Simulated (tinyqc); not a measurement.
# From one set of inputs to another, one input at a time

Model: Haynes-Shockley experiment: drift, diffusion and decay of a minority-carrier pulse. Computed by tinyqc, a small Python program. Command: `OMP_NUM_THREADS=1 python tinyqc.py 3110424 3110425 out.jsonl haynes ladder`. One thread of a shared host (Intel(R) Xeon(R) Processor @ 2.30GHz), about 0.01 s of CPU time with the checks.

A thin sheet of excess carriers is made at x = 0, t = 0 in a long uniform bar; injection is low, so the pulse moves with the minority mobility.

The inputs printed are set A. Set A is modelled on electrons in p-type germanium in a lightly doped bar; the values taken over come from a set modelled on electrons in p-type silicon in a lightly doped bar. Inputs not listed in the table keep their values of set A, so the rows need not describe a real material.

Inputs (values chosen for the exercise, modelled on electrons in p-type germanium in a lightly doped bar):
```
quantity,value,unit
minority mobility mu,4360,cm^2/(V s)
lifetime tau,21,microsecond
temperature T,300,K
field F,5.2,V/cm
distance d to the collector,0.24,cm
injected sheet density N0,2.6e+09,1/cm^2
```

Constants: k_B = 8.617333262e-05 eV/K.

Method:
- D = mu k_B T/e, v = mu F.
- Transit time d/v, diffusion length sqrt(D tau), drift length v tau, Peclet number v d/D = e F d/(k_B T).
- dn(x, t) = N0/sqrt(4 pi D t) exp(-(x - v t)^2/(4 D t) - t/tau).
- At fixed x the signal peaks where d ln(dn)/dt = 0: a t^2 + t/2 - x^2/(4 D) = 0 with a = v^2/(4 D) + 1/tau.
- The full width at half maximum is found by solving dn(x, t) = peak/2 on both sides of the peak.
- With w the full width at half maximum: mu = d/(F t_p); D = (w d)^2/(16 ln2 t_p^3); Einstein ratio D/mu against k_B T/e.

Each row keeps all changes above it:
```
input moved,from,to,time of the peak t_p (microsecond),apparent mobility (cm^2/(V s)),apparent D (cm^2/s)
set A,-,-,10.16,4541,116.7
temperature T (K),300,250,10.23,4511,96.7
field F (V/cm),5.2,2.7,18.60,4780,99.1
injected sheet density N0 (1/cm^2),2600000000,2.6e+10,18.60,4780,99.1
lifetime tau (microsecond),21,130,19.53,4553,99.3
distance d to the collector (cm),0.24,0.26,21.21,4541,98.9
minority mobility mu (cm^2/(V s)),4360,1240,72.77,1323,28.1
```

Time of the peak t_p goes from 10.2 to 72.8, a factor 7.16 in all. The largest single move comes from minority mobility mu (a factor 3.43). Apparent mobility goes from 4540 to 1320, a factor 0.291 in all. The largest single move comes from minority mobility mu (a factor 0.291). Apparent D goes from 117 to 28.1, a factor 0.241 in all. The largest single move comes from minority mobility mu (a factor 0.284). The single moves hold for this order of the switches; the total does not depend on the order.

Extremes, crossings and ranges named in words are read from the listed rows.
